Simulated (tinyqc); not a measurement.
# Stability and critical current from long pulses

Inverse problem. For long pulses a magnetic tunnel junction switches at I = Ic0 [1 - ln(tp/t0)/Delta]. Find Ic0 and Delta.

Parameters, values chosen for the exercise: attempt time t0 = 1 ns.

switching current for pulses of 0.0001 and 0.01 s (uA): [67.482365, 62.946510]

Solution. I is linear in ln tp: it equals Ic0 at tp = t0, and the slope is -Ic0/Delta.

Ic0 = 78.82 uA
Delta = 80.03

Numbers from tinyqc (`OMP_NUM_THREADS=1 python tinyqc.py 2450020 2450021 out.jsonl`; about 0.01 s on one thread of a shared Intel Xeon 2.30GHz).
